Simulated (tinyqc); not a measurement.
Strained alloy layer of GaSb and GaAs on (001) InP, model-solid band line-up: one step of the calculation.

The layer is x parts of the first compound and 1 - x of the second, grown coherently on the third as substrate and barrier. Rows of the table: lattice constant a, average valence level Ea on an absolute scale, spin-orbit splitting so, gaps at Gamma, X and L, hydrostatic deformation potentials av and ac (Gamma), shear potential b, elastic constants, electron and heavy-hole (along z) masses. All are interpolated linearly in x; gaps get -C x (1 - x), taken wholly in the conduction band; real line-ups can differ from this model by 0.1 eV or more.

Task. Relaxed alloy and strain. In-plane strain e = (a_substrate - a)/a, e_z = -2 (c12/c11) e, volume change 2 e + e_z.

Parameters, values chosen for the exercise: fraction of the first compound in the layer x = 0.4; bowing of the Gamma gap CG = 1.43 eV; bowing of the X gap CX = 1.2 eV; bowing of the L gap CL = 1.2 eV.

Binary compounds, values chosen for the exercise:
```
              close to GaSb  close to GaAs  close to InP
a (angstrom)          6.096          5.653         5.869
Ea (eV)               -6.25          -6.92         -7.04
so (eV)                0.77          0.339         0.109
EG (eV)               0.725           1.44          1.34
EX (eV)                1.04           1.89          2.19
EL (eV)               0.808           1.71          1.94
av (eV)               0.798           1.16          1.26
ac (eV)               -6.94          -7.27          -5.1
b (eV)                -2.03           -1.7         -1.69
c11 (GPa)              88.6            117           102
c12 (GPa)              39.9           53.1          56.4
me (m0)              0.0389         0.0668        0.0796
mh (m0)               0.249          0.345         0.529
```

Give: a; Gamma gap; X gap; L gap; e; e_z; volume change.

Result.

a = 5.8302 angstrom
Gamma gap = 0.81080 eV
X gap = 1.2620 eV
L gap = 1.0612 eV
e = 0.66550 %
e_z = -0.60250 %
volume change = 0.72850 %

The relaxed alloy has its lowest gap at Gamma (direct). The layer is under tensile in-plane strain.

Computed by the program tinyqc: `OMP_NUM_THREADS=1 python tinyqc.py 2690067 2690068 out.jsonl`, one thread of a shared Intel Xeon 2.30GHz, about 0.01 s for the whole run.
